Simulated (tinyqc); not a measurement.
# Superjunction drift layer against a plain one, charge balance: what changes with what

Alternating n and p pillars of equal width wp, doping N and length Lp. When depleted, the lateral field peaks at Ex = q N wp/(2 eps0 eps_r) at the pillar junctions and a uniform vertical field Ey is added; breakdown is taken where Ex^2 + Ey^2 = Ef^2. Only the n pillars conduct, narrowed by the zero-bias depletion. A first-order model: the field peaks at the pillar ends are left out.

Values chosen for this exercise; values close to those of 4H silicon carbide:

| symbol | value | unit | meaning |
|---|---|---|---|
| eps_r | 9.62 |  | relative permittivity of the semiconductor |
| E16 | 2.53 | MV/cm | critical field at a doping of 1e16 cm^-3 |
| mx | 940 | cm^2/(V s) | mobility at low doping |
| mi | 38.9 | cm^2/(V s) | mobility at high doping |
| Nr | 2e17 | cm^-3 | reference doping of the mobility |
| BV | 4200 | V | wanted breakdown voltage |
| wp | 0.5 | um | width of each pillar |
| Ef | 2.3 | MV/cm | critical field inside the pillars |
| a | 0.59 |  | lateral peak field as a share of Ef |
| Vb | 2.8 | V | built-in voltage of the pillar junctions |
| dl | 7.7 | % | charge imbalance (Nn - Np)/N |

Constants: q = 1.602176634e-19 C, eps0 = 8.8541878128e-14 F/cm where lengths are in cm. Results are converted to the units shown.

Each table varies one quantity; the others keep the values above.

## Effect of the width of each pillar

Ec(N) = E16 (N/1e16 cm^-3)^(1/8), mu(N) = mi + (mx - mi)/(1 + (N/Nr)^0.9). Plain drift layer for BV: N solves BV = eps0 eps_r Ec(N)^2/(2 q N), W = 2 BV/Ec, Rsp = W/(q mu N). Ex = a Ef gives N = 2 eps0 eps_r a Ef/(q wp); Ey = Ef sqrt(1 - a^2); Lp = BV/Ey; xd = sqrt(eps0 eps_r Vb/(q N)) on each side; Rsp = 2 Lp/(q mu(N) N (1 - 2 xd/wp)). An imbalance dl leaves the mean net doping |dl| N/2, which tilts the vertical field by s = q |dl| N/(2 eps0 eps_r): BV(dl) = Ey Lp - s Lp^2/2, or Ey^2/(2 s) if the field reaches zero inside the pillar.

The same in every row: Lp (um) = 22.62; Rsp, plain (mohm cm^2) = 8.737.

Results:
```
wp (um)	N (cm^-3)	Rsp, pillars (mohm cm^2)	BV(dl) (V)
0.098	1.472e18	0.3269	161.7
0.24	6.012e17	0.2836	396.0
0.38	3.797e17	0.3055	627.1
0.6	2.405e17	0.3519	990.1
0.95	1.519e17	0.4309	1568
1.5	9.619e16	0.5561	2418
```

Estimate the missing row, wp = 0.15 um.

Computed row:
```
wp (um)	N (cm^-3)	Rsp, pillars (mohm cm^2)	BV(dl) (V)
0.15	9.619e17	0.2868	247.5
```

With this row back in the table: As wp goes from 0.098 to 1.5 um, Rsp of the pillars goes from 0.327 through a minimum of 0.284 (at wp = 0.24 um among the rows listed) to 0.556 mohm cm^2 and BV with the imbalance rises from 162 to 2420 V. Narrow pillars allow more doping and so less resistance, but the same relative imbalance then leaves more net charge. At the narrow end falling mobility and the depleted edges undo the gain. For wp = 0.098 to 0.6 um the aspect ratio passes 30, which is hard to make. For wp = 0.098 to 0.24 um the zero-bias depletion takes over 40 % of the pillar, and the on-state voltage would narrow it further.

## Effect of the lateral peak field as a share of Ef

Same model as above.

The same in every row: Rsp, plain (mohm cm^2) = 8.7366.

Results:
```
a	N (cm^-3)	Lp (um)	Rsp, pillars (mohm cm^2)	BV(dl) (V)
0.3	1.4673e17	19.143	0.49423	2253.1
0.39	1.9075e17	19.831	0.40216	1623.5
0.48	2.3477e17	20.816	0.35537	1197.3
0.57	2.7879e17	22.225	0.33273	884.44
0.66	3.2281e17	24.307	0.32765	638.59
0.75	3.6683e17	27.608	0.34126	435.61
0.93	4.5487e17	49.681	0.53566	108.48
```

Estimate the missing row, a = 0.84.

Computed row:
```
a	N (cm^-3)	Lp (um)	Rsp, pillars (mohm cm^2)	BV(dl) (V)
0.84	4.1085e17	33.655	0.38659	261.72
```

With this row back in the table: As a goes from 0.3 to 0.93, Rsp of the pillars goes from 0.494 through a minimum of 0.328 (at a = 0.66 among the rows listed) to 0.536 mohm cm^2 and BV with the imbalance falls from 2250 to 108 V. With constant mobility and no depleted edge the minimum of Rsp lies at a = 0.707; a smaller a gives up a little resistance for tolerance. In every row the aspect ratio passes 30, which is hard to make. At a = 0.3 the zero-bias depletion takes over 40 % of the pillar, and the on-state voltage would narrow it further.

## Effect of the charge imbalance (Nn - Np)/N

Same model as above.

The same in every row: N (cm^-3) = 2.8857e17; Lp (um) = 22.617; Rsp, pillars (mohm cm^2) = 0.33015; Rsp, plain (mohm cm^2) = 8.7366.

Effect of the charge imbalance (Nn - Np)/N:
```
dl (%)	BV(dl) (V)
0	4200.0
1	3505.9
2	2811.7
4	1588.3
6	1058.9
9	705.92
13	488.71
20	317.66
```

What does the comparison show?

As dl goes from 0 to 20 %, Rsp of the pillars stays at 0.330 mohm cm^2 and BV with the imbalance falls from 4200 to 318 V. The loss is linear in |dl| while the field reaches through the pillar; it passes 10 % at |dl| = 0.605 %. In every row the aspect ratio passes 30, which is hard to make.

tinyqc, about 0.01 s, one thread, Intel Xeon 2.30GHz (shared host): `OMP_NUM_THREADS=1 python tinyqc.py 2590053 2590054 out.jsonl`
